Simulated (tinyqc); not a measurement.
Inside a calculation: Fermi-Dirac statistics of conduction electrons. Values are carried at full precision from step to step, so a last printed digit may differ when a step is redone from the rounded ones.

Constants: hbar^2/2m0 = 3.80998211 eV angstrom^2; kB = 8.617333262e-05 eV/K; e^2/(4 pi eps0) = 14.39964547 eV angstrom.

Parameters, chosen for this exercise (near those of Ge, lowest valleys alone; shifted at random, so the results belong to these values and not to a real crystal):

| symbol | value | unit | meaning |
|---|---|---|---|
| m | 0.5505 | m0 | density-of-states mass of the conduction band |
| T | 95 | K |  |
| n | 1.2e+17 | 1/cm^3 | electron density |
| eps | 16.4 |  | static dielectric constant |
| alpha | 0.67 | 1/eV | non-parabolicity |

## Reduced density

N = 2 (m kB T/(4 pi c))^(3/2) with c = hbar^2/2m0, in 1/angstrom^3; times 1e24 for 1/cm^3; u = n/Nc.

kT = 0.008186 eV
Nc = 1.8265e+18 1/cm^3
u = n/Nc = 0.065701

## Reduced Fermi level by five rules

F_j(eta) = (1/Gamma(j + 1)) integral_0^infinity x^j dx/(1 + exp(x - eta)), which tends to exp(eta) for eta << 0.

With u = n/Nc: Boltzmann eta = ln u; Joyce-Dixon eta = ln u + u/sqrt(8) - 4.95009e-3 u^2 + 1.48386e-4 u^3 - 4.42563e-6 u^4; Nilsson eta = ln u/(1 - u^2) + v/(1 + (0.24 + 1.08 v)^-2) with v = (3 sqrt(pi) u/4)^(2/3); fully degenerate limit eta = v; exact: F_1/2(eta) = u.

Find eta = (EF - Ec)/kT by each rule.

eta: Boltzmann -2.723, Joyce-Dixon -2.699, Nilsson -2.701, degenerate 0.197, exact -2.699

Against the exact value the errors are Boltzmann -0.023, Joyce-Dixon 0.000, Nilsson -0.002, degenerate limit +2.896 (in kT).

## Exact eta by Newton steps

Solve ln F_1/2(eta) = ln u from the Boltzmann value; dF_1/2/d eta = F_-1/2, so the step is -ln(F_1/2/u) F_1/2/F_-1/2. Stop below 1e-9.

Newton steps:

| step | eta | F_1/2 | F_-1/2 | step taken |
|---|---|---|---|---|
| 1 | -2.722646 | 0.0642269 | 0.0628033 | 0.0232 |
| 2 | -2.699445 | 0.0657003 | 0.0642115 | 5.87e-06 |
| 3 | -2.699439 | 0.0657007 | 0.0642118 | 3.81e-13 |

Converged in 3 steps.

## Mean energy, Einstein relation and screening

eta = -2.69944

Mean kinetic energy <E> = (3/2) kT F_3/2/F_1/2; D/mu = (kT/e) F_1/2/F_-1/2; dn/dEF = (Nc/kT) F_-1/2; screening length L = (4 pi (e^2/(4 pi eps0)) (dn/dEF)/eps)^(-1/2), with dn/dEF in 1/(angstrom^3 eV) (1/cm^3 = 1e-24/angstrom^3).

F_-1/2, F_1/2, F_3/2: 0.06421  0.06570  0.06646

<E> = 12.42 meV
D/mu = 8.38 mV
dn/dEF = 1.433e+19 1/(cm^3 eV)
L = 79.54 angstrom

The gas is nearly non-degenerate. D/mu is 1.023 times kT/e and <E> is 1.012 times (3/2) kT; the Debye formula, with n/kT in place of dn/dEF, would give L = 78.63 angstrom.

## Fermi level in the non-parabolic band

Non-parabolic band E (1 + alpha E) = c k^2/m: n = Nc (2/sqrt(pi)) integral_0^infinity sqrt(x (1 + a x)) (1 + 2 a x) dx/(1 + exp(x - eta)) with a = alpha kT and eta = (EF - Ec)/kT; a = 0 gives n = Nc F_1/2(eta).

Solve for eta at the same n.

a = 0.00548
eta = -2.721
EF - Ec = -22.27 meV

The extra states lower EF by 0.17 meV against the parabolic band.

## Checks

- Non-parabolic integral at a = 0 against F_1/2(2): both 2.823721.
- F_1/2(40) against the Sommerfeld form (4/(3 sqrt(pi))) eta^(3/2) (1 + pi^2/(8 eta^2)): both 190.45.

Program tinyqc; command `OMP_NUM_THREADS=1 python tinyqc.py 1652357 1652358 out.jsonl`; about 0.01 s on one thread of a shared Intel(R) Xeon(R) Processor @ 2.30GHz.
